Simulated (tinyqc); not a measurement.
Liquidus of a compound AB in a simple-solution melt, liquid-phase epitaxy and vapour pressures. Changing the interaction slope b. Computed by tinyqc, a small Python program. Command: `OMP_NUM_THREADS=1 python tinyqc.py 3008021 3008022 out.jsonl liq35 sweep`. One thread of a shared host (Intel(R) Xeon(R) Processor @ 2.30GHz), about 0.03 s of CPU time with the checks.

x is the atom fraction of B in the melt. The melt is a simple solution: R T ln gamma_B = W (1 - x)^2, R T ln gamma_A = W x^2, W = a + b T. The solid AB is stoichiometric.

Inputs (values chosen for the exercise, modelled on InAs for the melt):
```
quantity                                 value       unit
melting point T_F                         1215          K
entropy of fusion S_F                     62.6  J/(mol K)
interaction a                             16.8     kJ/mol
saturation temperature T                   928          K
heat of evaporation of A                   274     kJ/mol
entropy of evaporation of A                106  J/(mol K)
heat of evaporation of B as (1/2) B2       104     kJ/mol
entropy of evaporation of B as (1/2) B2   61.1  J/(mol K)
```

Constants: R = 8.314462618 J/(mol K).

Method:
- Liquidus (Vieland): f(x) = R T ln[4 x (1 - x)] + 2 W (1/2 - x)^2 + S_F (T_F - T) = 0.
- Newton steps with f' = (1 - 2x)[R T/(x (1 - x)) - 2 W], from the dilute estimate x = (1/4) exp[-(S_F (T_F - T) + W/2)/(R T)]; stop below 1e-13; f under 1e-6 shown as 0.
- Over the A-rich liquidus: p_A = gamma_A (1 - x) exp(S_A/R - H_A/(R T)), p_B2 = [gamma_B x exp(S_B/R - H_B/(R T))]^2, in bar. Free evaporation is congruent while the A flux over this liquidus is at least the B flux; with A and B2 taken as equal in mass for the estimate, T_c solves p_A = 2 p_B2.

One run for each value:
```
interaction slope b (J/(mol K))  solubility x  W (kJ/mol)  congruent temperature T_c (K)  log10 p_B2
-58.3                                 0.11523    -37.3024                         961.74     -10.489
-51.3                                 0.09810    -30.8064                         913.69     -10.162
-44.3                                 0.08035    -24.3104                         856.57      -9.829
-37.3                                 0.06283    -17.8144                         795.65      -9.490
-30.3                                 0.04670    -11.3184                         738.32      -9.144
-23.3                                 0.03309     -4.8224                         687.48      -8.793
-16.3                                 0.02258      1.6736                         642.94      -8.437
```

Describe the trends.

Over the rows, solubility x falls from 0.115 to 0.0226; W (kJ/mol) rises from -37.3 to 1.67; congruent temperature T_c (K) falls from 962 to 643.  Left out: -65.3 (the run failed its checks).

Extremes, crossings and ranges named in words are read from the listed rows.
